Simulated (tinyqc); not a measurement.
## Density and mobility of a removed layer (differential Hall)

Inverse problem. For layers in parallel the sheet conductance g = 1/Rs and the product g mu_H (mu_H signed, unit Hall factors) are additive. Find the sheet density and mobility of the layer that was removed, and its share of the conductance.

Constants: q = 1.602176634e-19 C. Results are converted to the units shown.

Rs before and after removing the top layer (ohm/square): [612.99441, 3502.5303]
apparent mobility before and after, signed (cm^2/(V s)): [72.003536, 270]

Solution. The differences give g1 = q n mu and g1 mu = q n mu^2; their ratio is mu and g1^2/(q g1 mu) is n.

sheet density = 2.80e14 cm^-2
mobility = 30.0 cm^2/(V s)
share of the conductance = 82.5 %

Program tinyqc, `OMP_NUM_THREADS=1 python tinyqc.py 2850135 2850136 out.jsonl`; Intel Xeon 2.30GHz, shared host, one thread, about 0.01 s.
